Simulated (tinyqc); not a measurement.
Changing the temperature T: Deal-Grove kinetics of thermal oxidation of silicon. Computed by tinyqc, a small Python program. Command: `OMP_NUM_THREADS=1 python tinyqc.py 3027187 3027188 out.jsonl oxide sweep`. One thread of a shared host (Intel(R) Xeon(R) Processor @ 2.30GHz), about 0.1 s of CPU time with the checks.

Oxidant diffuses through the oxide and reacts at the interface, so that dx/dt = B/(A + 2x) for the oxide thickness x.

Inputs (values chosen for the exercise, close to those used for silicon):
```
quantity                       value    unit
prefactor B0                     340  um^2/h
activation energy E_B          0.782      eV
prefactor (B/A)0            1.08e+08    um/h
activation energy E_A           2.06      eV
oxidant pressure p                 1     atm
pressure exponent m of B/A         1       -
initial oxide x_i                0.1      um
time t                           4.7       h
```

Ambient: steam. Surface: (100).

Constants: k_B = 8.617333262e-05 eV/K.

Method:
- B = B0 p exp(-E_B/(k_B T)), B/A = (B/A)0 p^m exp(-E_A/(k_B T)), p in atm; A = B/(B/A).
- Temperatures in kelvin are T(C) + 273.15.
- tau = (x_i^2 + A x_i)/B and x = (A/2) [sqrt(1 + 4 B (t + tau)/A^2) - 1], the root of x^2 + A x = B (t + tau).
- Silicon consumed is 0.44 times the oxide grown; the rate is B/(A + 2x).

One run for each value:
```
temperature T (C)  oxide thickness x (um)  length A (um)  linear constant B/A (um/h)  parabolic constant B (um^2/h)
800                                 0.198          3.161                   2.286e-02                         0.0723
850                                 0.331          1.709                   6.164e-02                         0.1053
900                                 0.534          0.973                   1.527e-01                         0.1486
950                                 0.764          0.581                   3.512e-01                         0.2039
1000                                0.986          0.361                   7.566e-01                         0.2728
1050                                1.197          0.232                   1.538e+00                         0.3572
1100                                1.401          0.154                   2.970e+00                         0.4585
1150                                1.603          0.106                   5.475e+00                         0.5784
1200                                1.805          0.074                   9.682e+00                         0.7181
```

What does the table show, and why?

Over the rows, oxide thickness x (um) rises from 0.198 to 1.81; length A (um) falls from 3.16 to 0.0742. A falls with T because E_A exceeds E_B, so hot oxidation turns parabolic sooner. The apparent activation energy of x, -d ln x / d(1/(k_B T)), is 1.07 eV between the first rows and 0.43 eV between the last; a film much thicker than x_i would show E_A = 2.06 eV in the linear limit and E_B/2 = 0.391 eV in the parabolic one.
